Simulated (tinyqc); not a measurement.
From results back to parameters: valley splitting in a one-orbital chain of atomic planes (second-neighbour model). Four cases, with inputs chosen for the exercise.

Problem. For E(phi) = e0 + 2 v cos(phi) + 2 u cos(2 phi) with u, v > 0 and planes a/4 apart, the heights of the band at phi = 0 and phi = pi above its minimum were computed from hidden u and v; c = hbar^2/2m0.

Constants: hbar^2/2m0 = 3.80998211 eV angstrom^2.

Case 1.

Values chosen (out of a larger set: near those of the Delta valleys of silicon; abrupt walls in this chain split the valleys several times more than measured wells; not measured data): a = 5.431 angstrom (lattice constant; planes lie a/4 apart).

E(0) - Emin = 4.144426 eV
E(pi) - Emin = 1.184426 eV

Case 2.

Values chosen (out of a larger set: near those of the Delta valleys of silicon; abrupt walls in this chain split the valleys several times more than measured wells; not measured data): a = 5.429 angstrom (lattice constant; planes lie a/4 apart).

E(0) - Emin = 3.302407 eV
E(pi) - Emin = 1.478407 eV

Case 3.

Values chosen (out of a larger set: near those of the Delta valleys of silicon; abrupt walls in this chain split the valleys several times more than measured wells; not measured data): a = 5.441 angstrom (lattice constant; planes lie a/4 apart).

E(0) - Emin = 3.866087 eV
E(pi) - Emin = 1.270087 eV

Case 4.

Values chosen (out of a larger set: near those of the Delta valleys of silicon; abrupt walls in this chain split the valleys several times more than measured wells; not measured data): a = 5.43 angstrom (lattice constant; planes lie a/4 apart).

E(0) - Emin = 3.144577 eV
E(pi) - Emin = 1.436577 eV

Find: u, v; phi0; mass at the minimum.

Solution. E - Emin = 4u (cos(phi) + v/(4u))^2. The difference of the two heights is 4v, and for v < 4u the sum of their square roots is 4 sqrt(u). The mass is (2c)/((a/4)^2 (8u - v^2/(2u))).

Case 1.

u, v (eV): 0.610  0.740

phi0 = 1.8789 rad
mass at the minimum = 0.933 m0

Case 2.

u, v (eV): 0.575  0.456

phi0 = 1.7704 rad
mass at the minimum = 0.936 m0

Case 3.

u, v (eV): 0.598  0.649

phi0 = 1.8456 rad
mass at the minimum = 0.929 m0

Case 4.

u, v (eV): 0.552  0.427

phi0 = 1.7654 rad
mass at the minimum = 0.973 m0

Computed by tinyqc, one run a case: `OMP_NUM_THREADS=1 python tinyqc.py N N+1 out.jsonl` with N = 1482679, 1482683, 1482861, 1482872; one thread of a shared Intel(R) Xeon(R) Processor @ 2.30GHz, about 0.02 s a run at most.
